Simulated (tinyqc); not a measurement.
Range and order of the fit: effective mass of the split-off band from tabulated energies.

c = hbar^2/2m0.
Constants: hbar^2/2m0 = 3.80998211 eV angstrom^2.

Energies along [100], from the band edge downward:
```
k (1/angstrom)   E (meV)
0.000000         0.00000
0.005500         1.26780
0.011000         5.10200
0.016500        11.59400
0.022000        20.89350
0.027500        33.20000
0.033000        48.74510
0.038500        67.76010
0.044000        90.43040
```

reference mass (curvature of the model at k = 0.0001 1/angstrom) = 0.091089 m0

Least-squares fits of E = a k^2 (+ b k^4 + d k^6) over points 1 to n, and the line y = c k^2/E against E; errors of m against the reference.

Results:
```
n  E at point n (meV)  one term (%)  two terms (%)  three terms (%)  line (%)  rms residual, one term (meV)
3                11.6         -1.61           0.00             0.00     -0.01                         0.029
4                20.9         -2.70          -0.02             0.00     -0.04                         0.087
5                33.2         -4.00          -0.06             0.01     -0.08                         0.202
6                48.7         -5.47          -0.16             0.03     -0.16                         0.393
7                67.8         -7.05          -0.36             0.07     -0.28                         0.679
8                90.4         -8.67          -0.73             0.15     -0.46                         1.064
```

What can be read from this table?

The error of the parabola goes from -1.61 to -8.67 % as the range widens, and at n = 8 its residual, 1.06 meV, is only 1.2 % of the top energy: a small residual does not vouch for the mass. Over the full range (n = 8) the best form is three terms (0.15 %); the line errs by -0.01 % at n = 3 and -0.46 % at n = 8. Without scatter, a narrower range or a second term is the cure: at n = 8 the errors are -8.67, -0.73 and +0.15 % for one, two and three terms. Three terms on three points interpolate exactly.

Program tinyqc; command `OMP_NUM_THREADS=1 python tinyqc.py 1881027 1881028 out.jsonl`; about 0.01 s on one thread of a shared Intel(R) Xeon(R) Processor @ 2.30GHz.
